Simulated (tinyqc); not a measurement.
From results back to parameters: thresholds of impact ionisation and Auger recombination from band masses. Four cases, with inputs chosen for the exercise.

Problem. For parabolic bands the thresholds of impact ionisation are Eg (1 + 2 mu)/(1 + mu) for electrons and Eg (2 + mu)/(1 + mu) for heavy holes, mu = me/mh. Both are given.

Find: Eg; mu.

Method. The sum is 3 Eg; mu = (E_e - Eg)/(2 Eg - E_e).

Case 1.

thresholds for electrons and holes (eV): 0.903080  1.577920

Solution.

Eg = 0.827 eV
mu = 0.1013

Case 2.

thresholds for electrons and holes (eV): 0.903264  1.550736

Solution.

Eg = 0.818 eV
mu = 0.1164

Case 3.

thresholds for electrons and holes (eV): 0.454943  0.829057

Solution.

Eg = 0.428 eV
mu = 0.0672

Case 4.

thresholds for electrons and holes (eV): 0.882341  1.538659

Solution.

Eg = 0.807 eV
mu = 0.1030

Computed by tinyqc, one run a case: `OMP_NUM_THREADS=1 python tinyqc.py N N+1 out.jsonl` with N = 1851235, 1880010, 1880012, 1880045; one thread of a shared Intel(R) Xeon(R) Processor @ 2.30GHz, about 0.01 s a run at most.
